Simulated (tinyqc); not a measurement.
Worked calculation: lattice vibrations of a chain. One step of it, computed by the program tinyqc.

Question. Dynamical matrix at q = 0.18. q is in units of 2 pi/a. A spring k from atom i to atom j, n cells on, adds k to Phi_ii and Phi_jj, -k exp(2 pi i q n) to Phi_ij and the conjugate to Phi_ji (for one atom a cell: 2k (1 - cos 2 pi q n)); D_ij = Phi_ij / sqrt(m_i m_j).

A chain moving along its axis:
```
atom   mass (u)  spring to the next atom (eV/angstrom^2)
1     40.900000                                11.200000
2     59.700000                                 9.400000
3     62.000000                                27.000000
```

Give: D(q).

Answer.

D(q) (eV/(angstrom^2 u)):
```
                 1        2                3
1           0.9340  -0.2267  -0.2283+0.4851i
2          -0.2267   0.3451          -0.1545
3  -0.2283-0.4851i  -0.1545           0.5871
```
